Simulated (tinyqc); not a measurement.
Heavy doping: gap narrowing, degeneracy and the minority density: sweeps and comparisons. A value that a table varies takes the place of the one given here.

F_j(eta) = (1/Gamma(j + 1)) integral_0^infinity x^j dx/(1 + exp(x - eta)), which tends to exp(eta) for eta << 0.

Empirical narrowing (Slotboom form, constants chosen for the exercise; published fits of this form give the apparent narrowing, here it is taken as the true one): dEg = E0 [ln(N/N0) + sqrt(ln(N/N0)^2 + C)].

Majority: N = Nv F_1/2(eta), eta the distance of EF beyond the majority band edge in kT. Degeneracy factor gam = F_1/2(eta)/exp(eta). ni0^2 = Nc Nv exp(-Eg/kT); product n p = ni0^2 gam exp(dEg/kT), dEg the true narrowing; apparent narrowing dEa = dEg + kT ln gam; minority density = n p/N.

Bipolar transistor with N as emitter doping: beta = K (N/NB) exp((dEa_B + dG - dEa_E)/kT), dEa_E = dEg(N) + kT ln gam, dEa_B = dEg(NB). For the sweep in T, Nv is scaled as (T/T0)^(3/2) from its value at T0 = T.

Constants: kB = 8.617333262e-05 eV/K.

Values chosen for the exercise (gap and densities of states near those of Si at this temperature; narrowing constants near the fits for Si; shifted at random, so the results belong to these values and not to a real crystal): Eg = 1.124 eV (gap); Nc = 2.77e+19 1/cm^3 (conduction-band density of states); Nv = 1.15e+19 1/cm^3 (valence-band density of states); T = 300 K; E0 = 6.01 meV (narrowing scale); N0 = 1.3e+17 1/cm^3 (onset density); C = 0.5 (smoothing constant); N = 1.3e+18 1/cm^3 (ionised acceptors, equal to the majority density); NB = 3e+17 1/cm^3 (base doping); K = 2.4 (ratio (D_B W_E)/(D_E W_B)); dG = 120 meV (extra narrowing of the base by alloying).

## Narrowing against degeneracy

N takes the values listed; the last column is N over the factor gam exp(dEg/kT), the doping that a simple model would need to give the same minority density.

Results:
```
N (1/cm^3)    eta      gam  dEg (meV)  dEa (meV)  minority (1/cm^3)  effective doping (1/cm^3)
3.0e+16     -5.95    0.999        1.0        0.9           1.44e+03                   2.89e+16
1.0e+17     -4.74    0.997        3.0        2.9                467                   8.95e+16
3.0e+17     -3.64    0.991       11.6       11.4                216                   1.93e+17
1.0e+18     -2.41    0.970       25.2       24.4                108                   3.88e+17
3.0e+18     -1.25    0.912       38.2       35.8               55.7                   7.50e+17
1.0e+19      0.16    0.738       52.5       44.7               23.5                   1.78e+18
3.0e+19      1.85    0.410       65.7       42.6               7.25                   5.76e+18
9.0e+19      4.58   0.0804       78.8       13.7              0.787                   5.30e+19
2.0e+20      8.01  0.00577       88.4      -44.9             0.0368                   1.13e+21
```

How do the results move?

dEg grows steadily to 88.4 meV, while the apparent value peaks at 44.7 meV for N = 1e+19 and falls to -44.9 meV as the Fermi level enters the band (a negative value is not met in measurements: parabolic bands with a fixed mass overstate the filling). N grows by a factor 33 from the third to the sixth row and the effective doping by 9.2: net of degeneracy, narrowing takes away 72 % of the factor gained by heavier doping.

## Current gain against temperature

Gain:
```
T (K)      beta  beta with dG = 0  without narrowing
150    3.44e+04              3.20               10.4
200    4.48e+03              4.24               10.4
250    1.32e+03              5.05               10.4
300         588              5.67               10.4
350         330              6.17               10.4
400         214              6.57               10.4
450         153              6.91               10.4
```

dEa_B + dG - dEa_E at T0 = 104.3 meV

How do the results move?

beta is 3.44e+04 at 150 K and 153 at 450 K, since the net exponent is positive: the gap is narrower in the base. At 300 K narrowing and degeneracy change the gain by a factor 0.545 and alloying the base by 104.

## What moves the minority density and the gain

All results formed anew. Each row changes one parameter from the base and keeps the others.

Results:
```
case                 dEg (meV)  dEa (meV)  minority (1/cm^3)  beta
base                     28.31      27.28               92.3   588
N = 2.6e+18 1/cm^3       36.50      34.44               60.9   892
E0 = 7.212 meV           33.98      32.95                115   517
N0 = 2.6e+17 1/cm^3      20.24      19.21               67.5   627
Eg = 1.144 eV            28.31      27.28               42.6   588
Nv = 1.5e+19 1/cm^3      28.31      27.52                122   583
NB = 6e+17 1/cm^3        28.31      27.28               92.3   396
```

What does this show?

The largest shifts from the base row, up to three for each result and ties (the steps differ in size, so this ranks the rows, not the parameters). dEg (meV): N +8.19, N0 -8.08, E0 +5.66; unchanged at the printed digits by Eg, Nv and NB. dEa (meV): N0 -8.08, N +7.16, E0 +5.66; unchanged at the printed digits by Eg and NB. minority (1/cm^3): Eg -49.7, N -31.4, Nv +29.2; unchanged at the printed digits by NB. beta: N +304, NB -192, E0 -71.3; unchanged at the printed digits by Eg.

tinyqc: `OMP_NUM_THREADS=1 python tinyqc.py 1650432 1650433 out.jsonl`; about 0.02 s, one thread, shared Intel(R) Xeon(R) Processor @ 2.30GHz.
